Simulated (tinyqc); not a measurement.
Hot carriers by balance equations with a heated Maxwellian: one step, computed by the program tinyqc.

The carriers follow a Maxwellian at an electron temperature T_e, slightly displaced; the drift energy is neglected against k_B T_e. The balance averages the rate, not the time, so mu_0 lies below the relaxation-time value.

Problem. Drift velocity. Parabolic band: E = hbar^2 k^2/(2 m), speed v = hbar k/m, states per spin, volume and energy g(E) = m k/(2 pi^2 hbar^2). Masses are multiplied by m_0 and all formulas are in SI units. Phonon occupation N_q = 1/(exp(hbar w/(k_B T)) - 1). Acoustic deformation potential (elastic, equipartition, absorption and emission together): 1/tau = 2 pi k_B T D_A^2 g(E)/(hbar rho v_l^2). Optical or intervalley deformation potential: 1/tau = (pi Z_f D_o^2/(rho w)) [N_q g(E + hbar w) + (N_q + 1) g(E - hbar w)], with g = 0 below the band edge. Averages over the Maxwellian, <y> = int y x^(1/2) exp(-x) dx / int x^(1/2) exp(-x) dx with x = E/(k_B T_e), split at x_0 = hbar w/(k_B T_e): 64 Gauss-Legendre points in sqrt(x) below it and 128 in sqrt(x - x_0) above it, up to x = 32. Momentum balance: mu(T_e) = e/(m nu), nu = <x (sum of rates)>/<x>. Power lost per carrier: P(T_e) = hbar w <emission rate - absorption rate> + <(2 m v_l^2/(k_B T)) (E - 2 k_B T) acoustic rate>. v = mu(T_e) F; warm-carrier coefficient (mu/mu_0 - 1)/F^2.

Inputs (values chosen for the exercise, for a model non-polar semiconductor):

| quantity | value | unit |
|---|---|---|
| effective mass m | 0.151 | m_0 |
| density rho | 2720 | kg/m^3 |
| sound velocity v_l | 8980 | m/s |
| acoustic deformation potential D_A | 5.5 | eV |
| phonon energy hbar w | 26.7 | meV |
| optical or intervalley deformation potential D_o | 9.5 | 1e8 eV/cm |
| final valleys Z_f | 3 | - |
| lattice temperature T | 200 | K |
| electric field F | 4 | kV/cm |

Band: parabolic. Solver: Newton.

electron temperature T_e = 286.9416 K

low-field mobility mu_0 = 2261.881 cm^2/(V s)

Constants: k_B = 8.617333262e-05 eV/K; k_B = 1.380649e-23 J/K; e = 1.602176634e-19 C; hbar = 1.054571817e-34 J s; m_0 = 9.1093837015e-31 kg; hbar = 6.582119569e-16 eV s.

Give: mobility mu(T_e); drift velocity; mu/mu_0; (mu/mu_0 - 1)/F^2.

Solution.

mobility mu(T_e) = 1641.6 cm^2/(V s)

drift velocity = 0.65665 1e7 cm/s

mu/mu_0 = 0.72578

(mu/mu_0 - 1)/F^2 = -0.017139 cm^2/kV^2

Caution: the drift energy m v^2/2 is not small against the heating (3/2) k_B (T_e - T), so T_e - T is rough.
